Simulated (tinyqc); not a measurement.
IGBT as a p-i-n diode in series with a MOS channel, on-state and switching loss: two steps of the calculation.

High injection (n = p) in a drift layer from x = -W/2 (anode) to +W/2 (cathode side), recombination only in the layer with lifetime tau, ideal emitters. The channel feeds the cathode side and carries the whole current. Auger recombination, carrier-carrier scattering, emitter losses and the carrier dip under the p body are left out.

Values chosen for this exercise; material values close to those of silicon:
- T = 400 K (temperature)
- mn = 743 cm^2/(V s) (electron mobility)
- mp = 255 cm^2/(V s) (hole mobility)
- W = 350 um (width of the drift layer)
- Nd = 1.8e13 cm^-3 (doping of the drift layer)
- tau = 15 us (high-injection lifetime)
- J = 250 A/cm^2 (current density)

Constants: q = 1.602176634e-19 C, kB = 1.380649e-23 J/K, Vt = kB T/q. Results are converted to the units shown.

Problem 1. Ambipolar length. b = mn/mp, B = (b - 1)/(b + 1), La = sqrt(2 Vt mn mp tau/(mn + mp)), y = W/(2 La).

Give: b; B; La; y.

Solution 1.

b = 2.9137
B = 0.48898
La = 140.11 um
y = 1.2490

Problem 2. Carrier profile. n(x) = (tau J/(2 q La))[cosh(x/La)/sinh y - B sinh(x/La)/cosh y]. x/La = (2 x/W) y.

2 x/W, point 0 to 8: -1  -0.75  -0.5  -0.25  0  0.25  0.5  0.75  1
B = 0.48897796
La = 140.11231 um
y = 1.2489980

Give: n.

Solution 2.

n, point 0 to 8 (cm^-3): 1.3313e18  1.0021e18  7.7130e17  6.1637e17  5.2202e17  4.7898e17  4.8303e17  5.3455e17  6.3862e17

The density is 2.08 times higher at the anode than at the cathode side, since holes are the slower carriers; its smallest listed value is 26600 times Nd.

tinyqc, about 0.01 s, one thread, Intel Xeon 2.30GHz (shared host): `OMP_NUM_THREADS=1 python tinyqc.py 2590153 2590154 out.jsonl`
